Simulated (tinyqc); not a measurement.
n-type polysilicon, carrier trapping at grain boundaries: two steps of the calculation.

One-dimensional grains of size Lg, uniform ionised doping N, monovalent traps Qt at each boundary at a depth Et below (for electrons) or above (for holes) the band edge there, abrupt depletion of width W on each side of a boundary, Boltzmann statistics. xi is the distance from the band edge at the grain centre to the Fermi level. Trapped charge Qt/(1 + exp((xi + VB - Et)/Vt)) = 2 N W, barrier VB = q N W^2/(2 eps0 eps_r).

Parameters, values chosen for the exercise; values of the order met in polycrystalline silicon: temperature T = 300 K; relative permittivity eps_r = 11.7; conduction-band density of states at T NB = 2.8e19 cm^-3; grain size Lg = 32 nm; trap density of a grain boundary Qt = 1.1e12 cm^-2; depth of the trap level from the majority band edge at the boundary Et = 0.47 eV; mass for thermionic emission ms = 0.43 m0; correction factor of the emission rate fe = 0.12; mobility inside the grains mug = 40 cm^2/(V s); doping N = 2.4e18 cm^-3.

Constants: q = 1.602176634e-19 C, kB = 1.380649e-23 J/K, m0 = 9.1093837015e-31 kg, Vt = kB T/q, eps0 = 8.8541878128e-14 F/cm where lengths are in cm. Results are converted to the units shown.

Problem 1. Depletion width, Fermi level and barrier. If the trap equation with xi = Vt ln(NB/N) has a root W < Lg/2, the grain is partly depleted; otherwise W = Lg/2 and the trap equation gives xi = Et - VB + Vt ln(Qt/(N Lg) - 1). N* = Qt/Lg.

Give: N*; W; xi; VB; share of traps filled.

Solution 1.

N* = 3.438e17 cm^-3
W = 2.292 nm
xi = 0.06351 V
VB = 0.009747 V
share of traps filled = 1.000

N is 6.98 N*, and the grain is partly depleted; VB = 0.377 Vt.

Problem 2. Resistivity and effective mobility. n0 = NB exp(-xi/Vt); mean density n0 (1 - 2 W/Lg) by charge balance in a partly depleted grain, and n0 (sqrt(pi)/2) erf(u)/u with u = sqrt(VB/Vt) in a fully depleted one; v = sqrt(kB T/(2 pi ms m0)); barrier resistivity Vt exp(VB/Vt)/(q fe n0 v Lg); grain resistivity (1 - 2 W/Lg)/(q n0 mug); effective mobility 1/(q mean density total resistivity).

W = 2.2916662 nm
xi = 0.063511533 V
VB = 0.0097467484 V

Find: n0; mean density; v; barrier resistivity; grain resistivity; resistivity; effective mobility.

Solution 2.

n0 = 2.400e18 cm^-3
mean density = 2.056e18 cm^-3
v = 4.102e6 cm/s
barrier resistivity = 0.06222 ohm cm
grain resistivity = 0.05570 ohm cm
resistivity = 0.1179 ohm cm
effective mobility = 25.74 cm^2/(V s)

The resistivity is 1.81 times that of a single crystal with the same N and mobility mug, and the mean density is 85.7 % of N.

tinyqc, about 0.01 s, one thread, Intel Xeon 2.30GHz (shared host): `OMP_NUM_THREADS=1 python tinyqc.py 2830102 2830103 out.jsonl`
